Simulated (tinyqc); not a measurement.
Worked calculation: lattice vibrations of a chain. One step of it, computed by the program tinyqc.

Question. Dynamical matrix at q = 0.13. q is in units of 2 pi/a. A spring k from atom i to atom j, n cells on, adds k to Phi_ii and Phi_jj, -k exp(2 pi i q n) to Phi_ij and the conjugate to Phi_ji (for one atom a cell: 2k (1 - cos 2 pi q n)); D_ij = Phi_ij / sqrt(m_i m_j).

A chain moving along its axis:

| atom | mass (u) | spring to the next atom (eV/angstrom^2) |
|---|---|---|
| 1 | 68.200000 | 16.700000 |
| 2 | 70.900000 | 3.200000 |

Give: D(q).

Answer.

D(q) (eV/(angstrom^2 u)):
```
                 1                2
1           0.2918  -0.2717+0.0335i
2  -0.2717-0.0335i           0.2807
```
